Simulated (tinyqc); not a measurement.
# Slope factor and drain-induced lowering from three currents

Inverse problem. With source and body at 0 V, I = A exp((Vg + dd Vd)/(nf Vt)) (1 - exp(-Vd/Vt)). Find nf, the swing nf Vt ln 10 and dd.

Inputs (values chosen for the exercise):

| symbol | value | unit | meaning |
|---|---|---|---|
| T | 378 | K | temperature |

Constants: q = 1.602176634e-19 C, kB = 1.380649e-23 J/K, Vt = kB T/q. Results are converted to the units shown.

currents at (Vg, Vd) = (0, 0.05), (0, 0.8) and (0.11, 0.8) V (nA/um): 0.38054541  8.6245271  103.30449

Answer. The pair at equal Vd gives nf; the pair at equal Vg, after dividing out the factors 1 - exp(-Vd/Vt), gives dd.

nf = 1.36
swing = 102 mV/decade
dd = 0.170

tinyqc, about 0.03 s, one thread, Intel Xeon 2.30GHz (shared host): `OMP_NUM_THREADS=1 python tinyqc.py 2242216 2242217 out.jsonl`
